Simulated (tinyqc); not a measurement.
Worked calculation: geometry optimisation on the RHF/sto-6g surface (energies and gradients from PySCF), for H3-, spin multiplicity 1. The basis has no diffuse functions, so it cannot describe the extra electron: this is an exercise in the method, not the real anion. One step of it, computed by the program tinyqc.

Problem. Step 1: move. Quasi-Newton step p = -H^(-1) g (first H = 0.15 times the unit matrix); steps longer than 0.3 bohr are cut back (factor 0.156 here).

positions at the start (bohr):
```
           x          y          z
1H  0.069920   0.022677  -0.039684
2H  0.030236  -0.051023   1.508001
3H  0.062361   0.073699  -1.388949
```

gradient (hartree/bohr):
```
              x            y            z
1H   0.00220958   0.00286862  -0.05496850
2H   0.00072654   0.00700498  -0.17125276
3H  -0.00293612  -0.00987360   0.22622125
```

Give: positions after step 1.

Solution.

positions after step 1 (bohr):
```
         x        y        z
1H  0.0676   0.0197   0.0173
2H  0.0295  -0.0583   1.6856
3H  0.0654   0.0839  -1.6235
```
